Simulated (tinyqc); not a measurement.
Worked calculation: ion implantation: universal nuclear stopping, Lindhard-Scharff electronic stopping and a Gaussian range profile. Computed by tinyqc, a small Python program that keeps every step. Command: `OMP_NUM_THREADS=1 python tinyqc.py 3013699 3013700 out.jsonl implant walk`. One thread of a shared host (Intel(R) Xeon(R) Processor @ 2.30GHz), about 0.07 s of CPU time with the checks. Intermediate numbers are printed to about 5 digits and carried at full precision; extremes and crossings named in words are read from the listed rows.

An ion slows by elastic collisions with screened nuclei and by friction with electrons; channelling is ignored and the target is uniform.

Inputs (values chosen for the exercise, modelled on carbon ions in copper): ion atomic number Z1 = 6; ion mass M1 = 12 u; target atomic number Z2 = 29; target mass M2 = 63.55 u; target density N = 84.9 1/nm^3; ion energy E = 69 keV; scale factor of electronic stopping k = 1.5; dose Q = 8.3e+13 1/cm^2; background C_B = 4.8e+16 1/cm^3; displacement energy E_d = 30 eV; tilt angle = 45 degrees; screen thickness d = 5.1 nm.

Follow-up: tilt and screen oxide.

## Stopping at the entry energy

Reduced energy eps = 32.53 M2 E/(Z1 Z2 (M1 + M2)(Z1^0.23 + Z2^0.23)), E in keV; s_n = ln(1 + 1.1383 eps)/(2 (eps + 0.01321 eps^0.21226 + 0.19593 eps^0.5)) for eps up to 30 and ln(eps)/(2 eps) above; S_n = 8.462 Z1 Z2 M1 s_n/((M1 + M2)(Z1^0.23 + Z2^0.23)) in 1e-15 eV cm^2. S_e = k 3.83 Z1^(7/6) Z2/(Z1^(2/3) + Z2^(2/3))^(3/2) sqrt(E/M1) in 1e-15 eV cm^2, E in keV. dE/dx = N (S_n + S_e); 1e-15 eV cm^2 = 0.1 eV nm^2.

reduced energy eps = 2.9490

s_n = 0.22285

S_n = 14.164 x 1e-15 eV cm^2

S_e = 71.049 x 1e-15 eV cm^2

energy loss dE/dx = 723.46 eV/nm

Electronic stopping carries 83 % of the loss at entry.

## Range and straggle

Path length R = int_0^E dE'/(N (S_n + S_e)); energy lost to nuclei nu = int_0^E S_n/(S_n + S_e) dE' (both with E' = E y^3 and 64 Gauss-Legendre points in y). Estimates of Lindhard type: R_p = R/(1 + M2/(3 M1)), straggle dR_p = (2/3) R_p sqrt(M1 M2)/(M1 + M2).

path length R = 136.22 nm

projected range R_p = 49.259 nm

straggle dR_p = 12.004 nm

energy lost to nuclei nu = 21.061 keV

31 % of the energy goes to nuclei over the whole path. Caution: the estimates of R_p and dR_p assume mainly nuclear stopping and an ion not much lighter than the target; here they are rough, and for light ions in heavy targets the straggle can be low by a factor of two or more.

## Gaussian profile

C(x) = C_p exp(-(x - R_p)^2/(2 dR_p^2)) with C_p = Q/(sqrt(2 pi) dR_p), 1 nm = 1e-7 cm; the profile falls to the background at x_j = R_p + dR_p sqrt(2 ln(C_p/C_B)); the peak atomic fraction is C_p/N.

peak concentration C_p = 2.7585e+19 1/cm^3

Depth x_j where C falls to C_B = 92.049 nm

peak atomic fraction = 3.2492e-04

## Damage

Kinchin-Pease count with efficiency 0.8: N_d = 0.8 nu/(2 E_d), taking all of nu as damage energy (an upper estimate, as recoils also lose energy to electrons). Spread over a depth R_p + dR_p, displacements per atom = Q N_d/(N (R_p + dR_p)).

displacements per ion N_d = 280.82

displacements per atom = 0.044812

One displacement per atom would need a dose of 1.9e15 per cm^2 if no defects annealed.

## Tilt and screen

Depths scale with cos(tilt): R_p cos and dR_p cos (lateral straggle ignored); the screen stops like the target. Fraction in the substrate = (1/2) erfc((d - R_p cos)/(sqrt2 dR_p cos)); peak depth below the screen = R_p cos - d.

fraction in the substrate = 0.99977

peak depth below the screen = 29.731 nm

0.023 % of the dose does not reach the substrate.

## Nuclear against electronic stopping over energy

The formulas are those given above.

Stopping (1e-15 eV cm^2) and range:
```
E (keV)         eps     S_n     S_e  R (nm)     nu/E
1        4.2740e-02  16.772    8.55    8.24  0.69521
2        8.5480e-02  19.594   12.10   12.34  0.66708
5        2.1370e-01  22.051   19.13   21.93  0.61077
10       4.2740e-01  22.239   27.05   34.88  0.55044
20       8.5480e-01  20.593   38.25   56.57  0.47316
50       2.1370e+00  16.070   60.48  108.55  0.35036
100      4.2740e+00  11.969   85.53  176.18  0.25478
200      8.5480e+00   8.250  120.96  280.08  0.17117
500      2.1370e+01   4.606  191.26  497.54  0.09117
```

Nuclear stopping peaks near 10 keV among these rows (eps = 0.43; the universal curve peaks near 0.3). Electronic stopping overtakes it between 5 and 10 keV. The path length grows as E^0.58 at the low end and E^0.63 at the high end; constant stopping would give E^1, and stopping that rises with E, be it nuclear (below its peak) or electronic, gives a lower exponent.

Checks made by the program: range against adaptive quadrature (relative difference 1e-06).
